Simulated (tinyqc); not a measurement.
## Core-level spacing from the offsets

Problem. For an overlayer B on a substrate A, dEv = (iB - iA) - (cB - vB) + (cA - vA) in binding energies, and dEc + dEv = EgB - EgA. Find dEv and the spacing iB - iA that a thin film must show.

Parameters, values chosen for the exercise:
- EgA = 0.74 eV (gap of the substrate A)
- EgB = 9.02 eV (gap of the overlayer B)

dEc = 3.7377994 eV
cA - vA = 90.872201 eV
cB - vB = 29.73 eV

Solution. The gaps give dEv, and the Kraut relation is solved for the spacing.

dEv = 4.5422 eV
iB - iA = -56.600 eV

Computed by the program tinyqc: `OMP_NUM_THREADS=1 python tinyqc.py 2410161 2410162 out.jsonl`, one thread of a shared Intel Xeon 2.30GHz, about 0.01 s for the whole run.
